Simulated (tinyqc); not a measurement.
Worked calculation: surface photovoltage measurement of the minority-carrier diffusion length in a wafer. Computed by tinyqc, a small Python program that keeps every step. Command: `OMP_NUM_THREADS=1 python tinyqc.py 3130155 3130156 out.jsonl spv walk`. One thread of a shared host (Intel(R) Xeon(R) Processor @ 2.30GHz), about 0.01 s of CPU time with the checks. Intermediate numbers are printed to about 6 digits and carried at full precision; extremes and crossings named in words are read from the listed rows.

Low injection, steady light, a depletion layer much thinner than 1/alpha and L. The excess density dn is taken at the front edge of the neutral region; light that reaches the back is lost.

Inputs (values chosen for the exercise, modelled on p-type silicon at room temperature):
```
quantity                                              value               unit
diffusion length L                                      740         micrometre
wafer thickness W                                       525         micrometre
diffusivity D                                          31.4             cm^2/s
front recombination velocity S_f                        130               cm/s
back recombination velocity S_b                      430000               cm/s
photon flux entering                                  3e+11         1/(cm^2 s)
minority density at the surface barrier scale n_0   1.6e+08             1/cm^3
temperature T                                           298                  K
wavelength                                              812                 nm
relative noise of each reading                            1                  %
diffusion length after pair splitting over L            0.7                  -
iron factor C                                      1.07e+16  micrometre^2/cm^3
```

Constants: k_B = 8.617333262e-05 eV/K.

## One wavelength

alpha = (84.732/lambda - 76.417)^2 per cm with lambda in micrometre (an empirical fit for silicon between 0.7 and 1.05 micrometre). Thick wafer: dn = Phi L/((S_f + D/L)(L + 1/alpha)). Finite wafer, with s = S_b L/D, w = W/L, a = alpha L: dn = [Phi a/(a^2 - 1)] [a - B - exp(-alpha W)(a - s)/(cosh w + s sinh w)]/(S_f + B D/L), B = (sinh w + s cosh w)/(cosh w + s sinh w). Photovoltage V = (k_B T/e) ln(1 + dn/n_0). Lifetime = L^2/D.

alpha = 780.239 1/cm

penetration depth 1/alpha = 12.8166 micrometre

dn, thick wafer = 5.31986e+08 1/cm^3

B = 1.63678

dn, finite wafer = 3.53638e+08 1/cm^3

photovoltage V = 29.9513 mV

lifetime = 174.395 microsecond

Caution: dn is not small against n_0, so V is not linear in the flux; the constant-flux reading then needs dn, not V.

## The linear plot

normal deviates g for the noise: 0.19  0.26  -1.39  -0.58  -0.27  -2.63  0.35

Readings y = (Phi/dn) (1 + noise x g) at 780, 830, 880, 920, 950, 975 and 995 nm; a least-squares line y = c (1/alpha + L_app) gives L_app = intercept/slope.

Readings:
```
lambda (nm)  1/alpha (micrometre)  y (cm/s)  line (cm/s)
780                         9.636    843.94       833.28
830                        15.176    855.02       845.57
880                        25.330    860.31       868.09
920                        40.658    898.03       902.10
950                        61.278    944.68       947.84
975                        90.917    989.15      1013.59
995                       130.888   1121.61      1102.26
```

slope = 2.21835 cm/(s micrometre)

apparent length L_app = 365.996 micrometre

error of L_app (rounded to 0.001) = -50.541 %

Without noise the error would be -51.2 %, from the finite thickness at W/L = 0.7. S_f scales all readings alike and leaves L_app unchanged.

## Where the wafer is too thin

No noise; L is varied at fixed W, and the last two columns set S_b to 0 and to 1e7 cm/s.

Apparent length (micrometre):
```
L           W/L  given S_b  S_b = 0  S_b = 1e7
26.2    20.0382     26.200    26.20     26.200
52.5    10.0000     52.500    52.50     52.500
105.0    5.0000    104.823   105.12    104.821
158.0    3.3228    155.558   159.99    155.539
262.0    2.0038    236.730   285.49    236.611
420.0    1.2500    308.182   544.35    307.877
682.0    0.7698    355.776  1138.20    355.294
1100.0   0.4773    378.913  2285.07    378.328
2100.0   0.2500    390.666  4581.97    390.025
```

With a fast back surface L_app levels off, at 390 micrometre in the last row; with a passive one it reaches up to 2.18 times L among these rows and is 4580 in the last. All three columns are within 5 % of L down to W/L = 3.3.

## Iron from two lengths

Splitting iron-boron pairs in boron-doped silicon shortens L; with nothing else changing, [Fe] = C (1/L_after^2 - 1/L^2). It is evaluated with the true lengths and with the apparent ones (without noise), which differ when the wafer is not thick against L.

L_after = 518 micrometre

[Fe] from the true lengths = 2.03374e+10 1/cm^3

[Fe] from the apparent lengths = 1.48309e+10 1/cm^3

bias, apparent over true less 1 (rounded to 0.001) = -27.075 %

Checks made by the program: dn against a finite-difference solution (relative difference 9e-06).
